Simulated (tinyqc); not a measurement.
What the anneal budget does: two-dimensional dopant profile at a mask edge: lateral junction, overlap and effective channel length. Computed by tinyqc, a small Python program. Command: `OMP_NUM_THREADS=1 python tinyqc.py 3030230 3030231 out.jsonl lateral walk`. One thread of a shared host (Intel(R) Xeon(R) Processor @ 2.30GHz), about 0.02 s of CPU time with the checks.

Ions enter for y < 0; the mask (spacer, then gate) covers y > 0. x is the depth. The surface reflects dopant during the anneal.

Inputs (values chosen for the exercise, modelled on a source-drain extension in silicon):

| quantity | value | unit |
|---|---|---|
| dose Q | 3.5e+14 | 1/cm^2 |
| projected range R_p | 53 | nm |
| vertical straggle | 18 | nm |
| lateral straggle | 26 | nm |
| anneal budget D t | 1.1e-11 | cm^2 |
| channel doping C_B | 1.2e+17 | 1/cm^3 |
| gate length L_g | 670 | nm |
| offset spacer | 36 | nm |

Method:
- Widths s_x^2 = (vertical straggle)^2 + 2 D t, s_y^2 = (lateral straggle)^2 + 2 D t. C(x, y) = V(x) (1/2) erfc(y/(sqrt2 s_y)), V(x) = Q/(sqrt(2 pi) s_x) [exp(-(x - R_p)^2/(2 s_x^2)) + exp(-(x + R_p)^2/(2 s_x^2))]; 1 nm = 1e-7 cm.
- The lateral junction at depth x solves C = C_B: y_j(x) = sqrt2 s_y erfc^-1(2 C_B/V(x)). Overlap under the gate = y_j(0) - spacer; metallurgical channel L_met = L_g - 2 overlap (tails from the two sides are not added).
- x_j solves V(x) = C_B. Budgets are multiples of the given D t (at 0 the mirror term is kept, which overstates V(0) as implanted); those with V(0) not above 2.5 C_B are left out.

Junctions (nm):

| multiple | s_x | s_y | x_j | y_j(0) | y_j/x_j | L_met |
|---|---|---|---|---|---|---|
| 0.0 | 18.00 | 26.00 | 117.76 | 40.64 | 0.34510 | 660.72 |
| 0.1 | 23.32 | 29.93 | 135.21 | 66.42 | 0.49119 | 609.17 |
| 0.3 | 31.37 | 36.55 | 160.90 | 92.67 | 0.57593 | 556.66 |
| 1.0 | 50.24 | 53.63 | 218.79 | 143.31 | 0.65502 | 455.37 |
| 2.0 | 68.73 | 71.25 | 273.24 | 189.09 | 0.69205 | 363.81 |
| 4.0 | 95.52 | 97.34 | 349.56 | 252.20 | 0.72148 | 237.60 |
| 8.0 | 133.88 | 135.19 | 455.98 | 337.88 | 0.74098 | 66.24 |
| 16.0 | 188.48 | 189.41 | 604.15 | 452.68 | 0.74928 | -163.35 |

What does the comparison show, and why?

The ratio y_j/x_j goes from 0.35 to 0.75: as implanted, x_j includes R_p and y_j only the lateral straggle; after long diffusion both scale roughly with sqrt(D t) as long as V(0) stays far above C_B, and the ratio stays below 1 because the edge starts from half the concentration and an erfc falls faster than the Gaussian. L_met is negative in the rows beyond a multiple of 8: source and drain merge.
